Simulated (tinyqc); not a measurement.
Splitting against the number of planes: valley splitting in a one-orbital chain of atomic planes (second-neighbour model).

Each (001) plane carries one orbital with energy e0, hopping v to the next plane and u to the second: E(phi) = e0 + 2 v cos(phi) + 2 u cos(2 phi), where phi = pi - k a/4 (the sign of every second orbital is chosen so that v > 0, which shifts the phase by pi). The minimum lies at cos(phi0) = -v/(4u), phi0 = pi - (pi/2) k0 for a valley at k0 (2 pi/a), and e0 puts it at zero. A slab of N planes has hard walls: the matrix simply ends.

Constants: hbar^2/2m0 = 3.80998211 eV angstrom^2.

Parameters, chosen for this exercise (out of a larger set: near those of the Delta valleys of silicon; abrupt walls in this chain split the valleys several times more than measured wells; not measured data):
```
symbol  value  unit      meaning
a       5.437  angstrom  lattice constant; planes lie a/4 apart
ml      0.931  m0        longitudinal mass
N0      39               first number of planes
```

u = 0.584791 eV
v = 0.538919 eV
e0 = 1.293744 eV
phi0 = 1.803274 rad

Ten slabs from N0 on, of thickness (N - 1) a/4 between the outer planes. Effective mass: E1 = (c/ml)(pi/W)^2 with W = (N + 2) a/4: the amplitude vanishes on two missing planes at each end, and the envelope has its nodes N + 2 spacings apart. Large-N estimate of the splitting: 16 pi^2 u |sin(phi0) sin((N + 2) phi0)|/(N + 2)^3.

Doublet (meV):
```
N   thickness (angstrom)  mean level  effective mass  splitting  estimate
39                 51.65       13.00           13.00      1.288     1.296
40                 53.01       12.37           12.39      0.433     0.404
41                 54.37       11.81           11.82      0.930     0.950
42                 55.73       11.28           11.29      0.776     0.760
43                 57.09       10.78           10.80      0.478     0.502
44                 58.45       10.33           10.33      0.886     0.882
45                 59.81        9.88            9.90      0.038     0.060
46                 61.17        9.49            9.49      0.796     0.802
47                 62.53        9.09            9.11      0.310     0.295
48                 63.88        8.74            8.74      0.570     0.582
```

The mean level falls smoothly, from 13.0 to 8.7 meV, within 0.2 % of the effective-mass value. The splitting swings between 0.038 (N = 45) and 1.288 meV (N = 39): one plane more or less changes the phase between the two walls by phi0 = 1.803 rad. The estimate misses the computed values by at most 0.030 meV.

tinyqc: `OMP_NUM_THREADS=1 python tinyqc.py 1451149 1451150 out.jsonl`; about 0.01 s, one thread, shared Intel(R) Xeon(R) Processor @ 2.30GHz.
